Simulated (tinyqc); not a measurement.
Inside a calculation: Stoner model of a band ferromagnet. Values are carried at full precision from step to step, so a last printed digit may differ when a step is redone from the rounded ones.

Density of states per atom and spin: flat with a rise to the top, D(e) = (M/W) [1 - sp + 4 sp (e/W + 1/2)^3]. Levels e -/+ I m/2 for up and down spin, m = n_up - n_down, n_up + n_down = nd. At zero temperature e(N) is the energy below which N states lie, and E(m) = sum over spins of integral e D de - I m^2/4.

Values chosen for the exercise: W = 3.9 eV (band width, e from -W/2 to W/2); M = 5 (states per atom and spin); nd = 2.98 (electrons per atom); sp = 0.51 (shape parameter); I = 1.3 eV (Stoner parameter).

## The paramagnetic state and the Stoner criterion

Find EF from nd/2 states per spin, D(EF) and the product I D(EF); below 1 the susceptibility is enhanced by 1/(1 - I D).

EF = 0.1074 eV
D(EF) = 1.0122 1/eV
I D(EF) = 1.3159

The paramagnet is unstable.

## Energy against moment

Tabulate the splitting that the band needs, e(n_up) - e(n_down), against I m, and E(m) - E(0), at nine moments up to saturation m_max = min(nd, 2M - nd).

Energy curve:
```
m      e(n_up) (eV)  e(n_down) (eV)  difference (eV)  I m (eV)  E - E(0) (meV)
0.000        0.1074          0.1074           0.0000    0.0000             0.0
0.372        0.2825         -0.0863           0.3688    0.4843           -10.8
0.745        0.4412         -0.3009           0.7421    0.9685           -42.7
1.117        0.5858         -0.5375           1.1232    1.4527           -94.6
1.490        0.7183         -0.7953           1.5136    1.9370          -164.9
1.863        0.8404         -1.0710           1.9115    2.4213          -251.9
2.235        0.9536         -1.3592           2.3128    2.9055          -354.6
2.607        1.0589         -1.6537           2.7126    3.3897          -472.8
2.980        1.1575         -1.9500           3.1075    3.8740          -607.1
```

dE/dm is half of (difference - I m), so E falls wherever I m exceeds the difference.

## The ground state

Take the lowest of E(0), the stationary points e(n_up) - e(n_down) = I m, and saturation.

m = 2.980 muB
exchange splitting I m = 3.874 eV
E - E(0) = -607.1 meV

n_up, n_down: [2.980, 0.000]

The moment is saturated (a strong ferromagnet): the minority band is empty.

## Checks

- States in the band over M against 1: both 1.000000.

Program tinyqc; command `OMP_NUM_THREADS=1 python tinyqc.py 1681632 1681633 out.jsonl`; about 0.2 s on one thread of a shared Intel(R) Xeon(R) Processor @ 2.30GHz.
